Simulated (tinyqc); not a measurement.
# Avrami exponent and activation energy from three anneals

Inverse problem. Isothermal crystallisation follows X = 1 - exp(-(k t)^n) with k proportional to exp(-Ec q/(kB T)). Find n, k at both temperatures and Ec.

Constants: q = 1.602176634e-19 C, kB = 1.380649e-23 J/K. Results are converted to the units shown.

X at (415 K, 400 s), (415 K, 800 s) and (435 K, 44 s): [0.37380214, 0.73391921, 0.51314621]

Solution. -ln(1 - X) = (k t)^n: the two times give n, and the two rates give Ec.

n = 1.50
k at 415 K = 0.00151 1/s
k at 435 K = 0.0183 1/s
Ec = 1.94 eV

Computed by the program tinyqc: `OMP_NUM_THREADS=1 python tinyqc.py 2490045 2490046 out.jsonl`, one thread of a shared Intel Xeon 2.30GHz, about 0.01 s for the whole run.
